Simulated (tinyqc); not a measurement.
## Scale length and barrier from the threshold roll-off

Inverse problem. For L well above Lambda the threshold falls by 2 m sqrt(A (A + Vds)) exp(-pi L/(2 Lambda)), A being the height of the source potential over the barrier top; the two values follow this form. Find Lambda and A.

Parameters, values chosen for the exercise:
- m = 1 (long-channel body factor)
- Vds = 1 V (drain voltage)

threshold lowering at L = 42 and 68 nm (mV): 36.799126  5.3444456

Solution. The ratio of the two values gives Lambda; the prefactor gives A (A + Vds), a quadratic with one positive root.

Lambda = 21.2 nm
A = 0.150 V

Numbers from tinyqc (`OMP_NUM_THREADS=1 python tinyqc.py 2420165 2420166 out.jsonl`; about 0.01 s on one thread of a shared Intel Xeon 2.30GHz).
